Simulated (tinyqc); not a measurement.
Dopants and charged point defects at anneal temperature: Fermi-level effect, clustering and pairing: one step, computed by the program tinyqc. Command: `OMP_NUM_THREADS=1 python tinyqc.py 3026902 3026903 out.jsonl pairing walk`. One thread of a shared host (Intel(R) Xeon(R) Processor @ 2.30GHz), about 0.02 s of CPU time with the checks.

Boltzmann statistics and full ionisation of active dopants. Energies are counted from the valence band; the defect (a vacancy or self-interstitial) has five charge states, with all degeneracy factors one.

Question. Charged defects. C_0 = N_s exp(S_f/k_B) exp(-H_f/k_B T). Ratios to the neutral state at E_F = E_i: r_+ = exp((E(+/0) - E_i)/k_B T), r_2+ = r_+ exp((E(2+/+) - E_i)/k_B T), r_- = exp((E_i - E(0/-))/k_B T), r_2- = r_- exp((E_i - E(-/2-))/k_B T); at other E_F state q scales as chi^(-q). The enhancement is sum r_q chi^(-q)/sum r_q. The charge on the defects is left out of neutrality.

Inputs (values chosen for the exercise, with bands modelled on germanium):
```
quantity                                        value   unit
anneal temperature T                              760      K
formation enthalpy of the neutral defect H_f     1.86     eV
formation entropy S_f                             9.2    k_B
site density N_s                              4.6e+22  cm^-3
```

Dopant: acceptor. Second part: clustering of the dopant.

defect levels as fractions of E_g(T): (2+/+), (+/0), (0/-), (-/2-): 0.049  0.26  0.41  0.69

E_g = 0.4731050 eV

k_B T = 0.06549173 eV

n_i = 7.511165e+17 cm^-3

E_i = 0.2122023 eV

chi = 0.4855756

Give: neutral defects C_0; Charge states; all defects, doped; enhancement over intrinsic; mean charge.

Answer.

neutral defects C_0 = 2.109e+14 cm^-3

Charge states:
```
state  ratio r  intrinsic (cm^-3)  doped (cm^-3)
2+       0.014          3.014e+12      1.278e+13
+        0.256          5.403e+13      1.113e+14
0        1.000          2.109e+14      2.109e+14
-        1.321          2.786e+14      1.353e+14
2-       0.231          4.869e+13      1.148e+13
```

all defects, doped = 4.817e+14 cm^-3

enhancement over intrinsic = 0.8093

mean charge = -0.04444 e

Doping leaves the neutral state alone and scales the total by 0.809; the most common state is 0 (in intrinsic material -).
